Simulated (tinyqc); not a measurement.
Formation energy of a charged point defect from supercell energies: one step, computed by the program tinyqc. Command: `OMP_NUM_THREADS=1 python tinyqc.py 3020526 3020527 out.jsonl formation walk`. One thread of a shared host (Intel(R) Xeon(R) Processor @ 2.30GHz), about 0.01 s of CPU time with the checks.

The host is a compound AB. Making the defect adds n_A = -1, n_B = 0, n_X = 1 atoms to the cell. All total energies are inputs. E_F is counted from the valence-band maximum (VBM); x = 0 is A-rich and x = 1 B-rich growth.

Problem. Chemical potentials. dmu_A = x dH and dmu_B = (1 - x) dH, so that dmu_A + dmu_B = dH; mu = mu(element) + dmu. The impurity is held at its solubility limit: dmu_X = min(0, dH(XB) - dmu_B). The reservoir term is sum n_i mu_i.

Inputs (values chosen for the exercise, for a model compound AB): mu_A of the pure element = -2.27 eV; formation enthalpy dH of AB = -1.94 eV; growth condition x = 0.88; mu_X of the pure element = -4.737 eV; formation enthalpy of XB = -1.3 eV.

Defect: impurity X on an A site. Supercell lattice: fcc.

Give: dmu_A; dmu_B; dmu_X; sum n_i mu_i.

Solution.

dmu_A = -1.7072 eV

dmu_B = -0.2328 eV

dmu_X = -1.0672 eV

sum n_i mu_i = -1.827 eV

The competing phase caps mu_X.
